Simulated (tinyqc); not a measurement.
Inside a calculation: temperature and isotope dependence of a band gap in oscillator models. Values are carried at full precision from step to step, so a last printed digit may differ when a step is redone from the rounded ones.

E(T) = E0 - sum_i sl_i th_i n_i(T), n = 1/(exp(th/T) - 1). The same coupling lowers the gap at 0 K by the zero-point term ZP = sum_i sl_i th_i/2, so the gap of the static lattice is E0 + ZP. Thermal expansion is taken as part of the slopes.

Inputs chosen for the exercise (near those of SiC; shifted at random, so the results belong to these values and not to a real crystal):
```
symbol  value             unit   meaning
E0      3.269             eV     gap at 0 K
th      (350, 1015)       K      temperatures of two oscillators
sl      (0.0882, 0.4628)  meV/K  their high-temperature slopes
T       300               K      temperature
M       20.04             u      mean atomic mass
dM      1.37              u      change of the mean mass (not bounded by the natural isotopes)
T12     (360, 930)        K      temperatures of the fits
```

## The gap at T

Give the occupations, the two terms, the gap, ZP and the static gap.

n_i: 0.45223  0.03513

terms (meV): 13.960  16.500

E(T) = 3.2385 eV
ZP = 250.31 meV
static gap = 3.5193 eV

The thermal fall, 30.5 meV, is smaller than the zero-point term, 250.3 meV; the soft oscillator supplies 46 % of the fall but 6 % of ZP. A calculation with clamped ions should be compared with the static gap.

## Slope and asymptote

dE/dT = -sum sl_i (th_i/T)^2 n_i (1 + n_i). At high T, n -> T/th - 1/2, so E -> E0 + ZP - (sum sl_i) T. Give the slope, its ratio to the limit, and the value at 0 K of the tangent drawn at T.

dE/dT = -0.2715 meV/K
ratio to the limiting slope = 0.4927
intercept of the tangent = 3.3200 eV
intercept - E0 = 50.98 meV

The tangent recovers 20 % of ZP: the extrapolation works only from T well above the higher oscillator (1015 K).

## Isotope effect

With M -> M + dM the oscillator temperatures scale as M^(-1/2) and the slopes stay. Give th, ZP, E0 (static gap fixed) and E(T) for the new mass, and the linear rule dE0 = ZP dM/(2 M).

th (K): 338.62  981.99

ZP = 242.165 meV
shift of E0 = 8.141 meV
linear rule = 8.556 meV
shift of E(T) = 6.429 meV

The heavier crystal has the wider gap. At 300 K 79 % of the shift at 0 K is left; it fades at high T, where the motion is classical and the mean-square amplitude no longer depends on mass.

## Two common fits

Two-parameter forms are made to pass through the falls at the two temperatures T12: Varshni aV T^2/(T + bV), from the line T^2/fall = (T + bV)/aV; one oscillator s1 t1/(exp(t1/T) - 1), with t1 from the ratio of the falls.

Give the falls and the parameters.

falls (meV): 48.5712  304.9880

aV = 3.4009 meV/K
bV = 8714 K
t1 = 831.7 K
s1 = 0.5301 meV/K
ZP of the one-oscillator fit = 220.5 meV

The limiting slope of the model is 0.5510 meV/K; Varshni puts it +517 % off and one oscillator -4 %. The ZP of the fit differs from the true one by -29.9 meV.

## Checks

- Slope by finite differences against the formula (meV/K): both 0.27146.
- Fall at 20 times the higher oscillator temperature against the asymptote (meV): 10937 against 10935.

Program tinyqc; command `OMP_NUM_THREADS=1 python tinyqc.py 1850364 1850365 out.jsonl`; about 0.01 s on one thread of a shared Intel(R) Xeon(R) Processor @ 2.30GHz.
